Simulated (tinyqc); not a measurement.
# From splitting width d back to stacking-fault energy gamma

Model: straight dislocations in isotropic elasticity: fields, energies, partials, Peierls stress and walls. Computed by tinyqc, a small Python program. Command: `OMP_NUM_THREADS=1 python tinyqc.py 3005932 3005933 out.jsonl disloc inv`. One thread of a shared host (Intel(R) Xeon(R) Processor @ 2.30GHz), about 0.01 s of CPU time with the checks.

The line runs along z, the glide plane is y = 0, and beta is the angle between b and the line (0 screw, 90 degrees edge): b_e = b sin(beta) along +x with the extra half plane at y > 0, b_s = b cos(beta). Stress is positive in tension.

Inputs (values chosen for the exercise, for a model fcc or diamond crystal): shear modulus G = 32.3 GPa; Poisson ratio nu = 0.45; Burgers vector b = 3.078 angstrom.

Character: 60-degree.

Method. Shockley partials have b_p = b/sqrt(3) at the angles beta -/+ 30 degrees; their repulsion balances the fault at d = G b_p^2/(8 pi gamma) (2 - nu)/(1 - nu) [1 - 2 nu cos(2 beta)/(2 - nu)].

Task: A run gave the result below. Find the stacking-fault energy gamma, known to lie between 22 and 41 mJ/m^2.

splitting width d = 6.304411 nm

Result:

Each step takes the trial c = (a f_b - b f_a)/(f_b - f_a), f being the result less the target and a, b, c the logarithms of the listed values; c replaces end b, the old b replaces a if the sign of f changed, and otherwise f_a is halved.

Scan of the range:
```
stacking-fault energy gamma (mJ/m^2)  splitting width d (nm)
22.0                                                 6.70847
24.4                                                 6.04862
27.1                                                 5.44599
30.0                                                 4.91954
33.3                                                 4.43202
37.0                                                 3.98882
41.0                                                 3.59967
```

False position (Illinois rule, in the logarithm of the input) inside the bracket:
```
step    end a    end b    trial  splitting width d (nm)
1     22.0000  24.4000  23.4400                 6.29634
2     22.0000  23.4400  23.3830                 6.31170
3     23.4400  23.3830  23.4100                 6.30441
4     23.3830  23.4100  23.4100                 6.30441
```

Splitting width d falls at every point of a 13-point scan of the range (every second point is shown), so one value fits; it is bracketed by 22.0 and 24.4. The scan shows a pure power law with exponent -1.000, so scaling from any one row also gives the answer directly. Answer: stacking-fault energy gamma = 23.41 mJ/m^2.
